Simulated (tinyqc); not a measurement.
Inside a calculation. Method: Hubbard chain of 6 sites. Computed by tinyqc, a small Python program that keeps every step. Settings: hopping = 1.04, U = 7.0, mixing = 0.2, iteration cap = 69. Command: `OMP_NUM_THREADS=1 python tinyqc.py 29497 29498 out.jsonl` (the two numbers bound the seeds that draw the settings). One thread of a shared host (Intel(R) Xeon(R) Processor @ 2.60GHz), about 0.2 s of CPU time with the checks.

one-body matrix (hopping and site energies) (eV):
```
           1          2          3          4          5          6
1   0.000000  -1.040000   0.000000   0.000000   0.000000   0.000000
2  -1.040000   0.000000  -1.040000   0.000000   0.000000   0.000000
3   0.000000  -1.040000   0.000000  -1.040000   0.000000   0.000000
4   0.000000   0.000000  -1.040000   0.000000  -1.040000   0.000000
5   0.000000   0.000000   0.000000  -1.040000   0.000000  -1.040000
6   0.000000   0.000000   0.000000   0.000000  -1.040000   0.000000
```

U = 7.000000 eV

electrons, up and down: 3  1

n(up) at the start (a guess, not normalised): 1 0.800000, 2 0.200000, 3 0.800000, 4 0.200000, 5 0.800000, 6 0.200000

n(down) at the start (a guess): 1 0.000000, 2 0.467000, 3 0.000000, 4 0.467000, 5 0.000000, 6 0.467000

Each step fills the lowest levels of T + U n(other spin) and sets n(new) = n + mixing (n(out) - n); stop when output and input agree to 1e-8.

Course of the cycle:
```
iteration       E (eV)  largest |n(out) - n(in)|  mean |n_up - n_down|
1          -2.13023492                  3.73e-01              0.524826
2          -2.22687291                  2.66e-01              0.515775
3          -2.30174610                  1.86e-01              0.505456
4          -2.36466590                  1.72e-01              0.494577
5          -2.42867461                  1.73e-01              0.492427
6          -2.50296307                  1.71e-01              0.510153
7          -2.59078812                  1.68e-01              0.531498
8          -2.68920848                  1.77e-01              0.552266
9          -2.79032148                  1.87e-01              0.570437
10         -2.88483810                  1.85e-01              0.584970
11         -2.96596063                  1.73e-01              0.595835
...                ...                       ...                   ...
59         -3.23634870                  7.43e-03              0.599915
60         -3.23642473                  7.15e-03              0.599673
61         -3.23649586                  6.89e-03              0.599439
62         -3.23656246                  6.64e-03              0.599212
63         -3.23662486                  6.41e-03              0.598991
64         -3.23668338                  6.18e-03              0.598776
65         -3.23673828                  5.97e-03              0.598568
66         -3.23678983                  5.76e-03              0.598365
67         -3.23683826                  5.57e-03              0.598168
68         -3.23688380                  5.38e-03              0.597976
69         -3.23692662                  5.21e-03              0.597790
```

Can the last value be used, and what does the course show?

Not by the stop rule. Not converged within 69 iterations: the residual falls steadily but slowly, by a factor of about 0.96 a step. The lowest mean-field energy found from random starts is -3.23770 eV. Reruns (cap 100 unless said): mixing 0.5: not converged; mixing 0.9: not converged; the original settings with a cap of 400: not converged.
